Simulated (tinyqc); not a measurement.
# Field length and prefactor from two substrate currents

Problem. For Em = (Vd - Vdsat)/l, Isub/Id = (Ai/Bi)(Vd - Vdsat) exp(-Bi l/(Vd - Vdsat)), and l = sqrt(3 tox xj). Find l, Ai and xj.

Parameters, values chosen for the exercise:
```
symbol,value,unit,meaning
tox,5.2,nm,oxide thickness
Bi,1.64,MV/cm,ionisation field
```

Isub/Id at Vd - Vdsat = 1.6 and 2.2 V: [0.0534042562, 0.195919530]

Answer. ln[Isub/(Id (Vd - Vdsat))] is linear in 1/(Vd - Vdsat) with slope -Bi l.

l = 35.11 nm
Ai = 2.000e6 1/cm
xj = 79.00 nm

Computed by the program tinyqc: `OMP_NUM_THREADS=1 python tinyqc.py 2550145 2550146 out.jsonl`, one thread of a shared Intel Xeon 2.30GHz, about 0.01 s for the whole run.
